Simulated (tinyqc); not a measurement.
# Pressure-driven transition between two phases with analytic equations of state, step by step

A worked calculation. Computed by tinyqc, a small Python program that keeps every step. Command: `OMP_NUM_THREADS=1 python tinyqc.py 3005476 3005477 out.jsonl transition walk`. One thread of a shared host (Intel(R) Xeon(R) Processor @ 2.30GHz), about 0.02 s of CPU time with the checks. Intermediate numbers are printed to about 6 digits and carried at full precision; extremes and crossings named in words are read from the listed rows.

Each phase obeys E = E0 + (B0 V/B') [(V0/V)^B'/(B' - 1) + 1] - B0 V0/(B' - 1), P = (B0/B') [(V0/V)^B' - 1]; E0 = 0 for phase 1 and Delta E0 for phase 2. H = E + P V.

Inputs (values chosen for the exercise, for two model phases):
```
quantity,value,unit
volume V0 of phase 1,9.68,angstrom^3/atom
B0 of phase 1,259,GPa
B' of phase 1,5.15,-
volume V0 of phase 2,7.99,angstrom^3/atom
B0 of phase 2,305,GPa
B' of phase 2,4.29,-
"energy of phase 2 above phase 1, Delta E0",0.2,eV/atom
"entropy of phase 2 less phase 1, Delta S",0.44,k_B/atom
temperature T,600,K
```

Equation of state: Murnaghan.

Constants: 1 eV/angstrom^3 = 160.2176634 GPa; k_B = 8.617333262e-05 eV/K.

## First estimate from rigid phases

If neither phase were compressed, P = Delta E0/(V0 of phase 1 - V0 of phase 2).

rigid estimate = 18.9607 GPa

## One Newton step

At the estimate, solve P(V) = P for each phase, form H, and step P(new) = P - (H_2 - H_1)/(V_2 - V_1), since dH/dP = V.

V_1 = 9.09697 angstrom^3

H_1 = 1.10887 eV

V_2 = 7.56161 angstrom^3

H_2 = 1.11898 eV

next pressure = 20.0159 GPa

## Transition pressure at zero temperature

Start from P = Delta E0/(V0 of phase 1 - V0 of phase 2); at each P solve P(V) = P for both phases and step P(new) = P - (H_2 - H_1)/(V_2 - V_1); stop when |H_2 - H_1| < 1e-10 eV. At the zero-temperature transition the volume change is V_2/V_1 - 1 and the work is P (V_1 - V_2).

Iterations:
```
step,P (GPa),V_1 (angstrom^3),V_2 (angstrom^3),H_2 - H_1 (meV)
0,18.9607,9.09697,7.56161,1.01124e+01
1,20.0159,9.07030,7.54110,2.04153e-02
2,20.0181,9.07024,7.54106,8.22014e-08
```

transition pressure = 20.0181 GPa

V_1 at the transition = 9.07024 angstrom^3

V_2 at the transition = 7.54106 angstrom^3

volume change = -16.8594 %

work P (V_1 - V_2) = 0.191061 eV/atom

The rigid estimate is low by 5.3 %: phase 1 shrinks faster than phase 2, so the volume gain narrows under pressure.

## Enthalpies against pressure

For each P solve P(V) = P in both phases.

Both phases:
```
P (GPa),V_1 (angstrom^3),V_2 (angstrom^3),H_2 - H_1 (meV/atom),stable
0,9.68000,7.99000,200.000,phase 1
5,9.50347,7.86441,148.079,phase 1
10,9.34505,7.74861,97.612,phase 1
15,9.20160,7.64130,48.370,phase 1
18,9.12168,7.58053,19.336,phase 1
22,9.02142,7.50333,-18.847,phase 2
26,8.92757,7.43011,-56.486,phase 2
32,8.79729,7.32698,-112.043,phase 2
```

H_2 - H_1 changes with slope V_2 - V_1, from -1.690 to -1.470 angstrom^3 per atom over the table, and passes zero at 20.02 GPa. An error of 10 meV per atom in Delta E0 moves the transition by about 1.05 GPa.

## Shift with temperature

At T the condition is H_2 - H_1 - T Delta S = 0, with Delta S constant and thermal expansion left out; the Clausius-Clapeyron slope is dP/dT = Delta S/(V_2 - V_1) at the zero-temperature point.

Clapeyron slope = -3.97261 MPa/K

transition pressure at T = 17.6453 GPa

linear estimate at T = 17.6345 GPa

The dense phase has the higher entropy, so heating lowers the transition pressure. Caution: a constant Delta S holds only at high temperature; it vanishes as T goes to 0, so the shift counted from T = 0 is somewhat too large.

Checks made by the program: slope of the common tangent, -(E_2 - E_1)/(V_2 - V_1) (relative difference below 1e-10).
